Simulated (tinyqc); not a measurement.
## Delay unit and parasitic delay from two ring oscillators

Question. A ring of 51 inverters oscillates at 1/(2 x 51 d), with stage delay d = tau (h + p) for fan-out h. Find tau, p and the delay at fan-out 4.

frequencies of 51-stage ring oscillators with fan-out 1 and 4 (GHz): 1.0773540  0.48970637

Solution. d is a straight line in h with slope tau and intercept tau p.

tau = 3.640 ps
p = 1.500
delay at fan-out 4 = 20.02 ps

Computed by the program tinyqc: `OMP_NUM_THREADS=1 python tinyqc.py 2082022 2082023 out.jsonl`, one thread of a shared Intel Xeon 2.30GHz, about 0.01 s for the whole run.
